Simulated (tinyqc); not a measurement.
Away from the valley: two-band massive Dirac model of the K valleys.

Basis (conduction, valence): H = [[D/2, a t (tau kx - i ky)], [a t (tau kx + i ky), -D/2 + lam tau sz]], valley tau = +/-1, spin sz = +/-1. The gap of a spin and valley is G = D - lam tau sz. Berry curvature Omega = curl of i<u|grad u>; for the conduction band Omega_c = -tau 2 a^2 t^2 G/(G^2 + 4 a^2 t^2 k^2)^(3/2), and Omega_v = -Omega_c.

Values chosen for the exercise (near those used for monolayer WS2; not measured data): a = 3.199 angstrom (lattice constant); D = 1.8 eV (gap parameter); t = 1.42 eV (effective hopping); lam = 0.219 eV (half the valence spin splitting).

Flavour tau = +1, sz = +1. Parabolic transition energy G + 2 a^2 t^2 k^2/G; degree of circular polarisation eta = 2 cos(theta)/(1 + cos^2(theta)). The last column is the Berry flux of the conduction band inside |k|, over 2 pi: -(1 - cos(theta))/2, cos(theta) = G/(transition energy).

Along |k|:
```
|k| (1/angstrom)  transition (eV)  parabolic (eV)  Omega_c (angstrom^2)     eta  flux/2 pi
0.000                      1.5810          1.5810               -16.511  1.0000     0.0000
0.025                      1.5972          1.5973               -16.013  0.9999    -0.0051
0.050                      1.6450          1.6463               -14.659  0.9992    -0.0194
0.075                      1.7216          1.7278               -12.787  0.9964    -0.0408
0.100                      1.8234          1.8420               -10.762  0.9899    -0.0665
0.150                      2.0873          2.1683                -7.175  0.9626    -0.1213
0.200                      2.4086          2.6252                -4.670  0.9175    -0.1718
0.300                      3.1509          3.9303                -2.086  0.8017    -0.2491
```

What does the comparison show?

The curvature halves at |k| = 0.133 1/angstrom, where 2 a t k = 0.766 G. At 0.3 the parabola is 779 meV too high, eta has fallen only to 0.802, and the flux has reached -0.249 of the -1/2 that a whole cone holds. The real bands leave this model beyond about 0.1 to 0.2 1/angstrom, where trigonal warping and other bands enter.

Run: tinyqc, `OMP_NUM_THREADS=1 python tinyqc.py 1451455 1451456 out.jsonl`; Intel(R) Xeon(R) Processor @ 2.30GHz, one thread, shared host; about 0.01 s of CPU time with all checks.
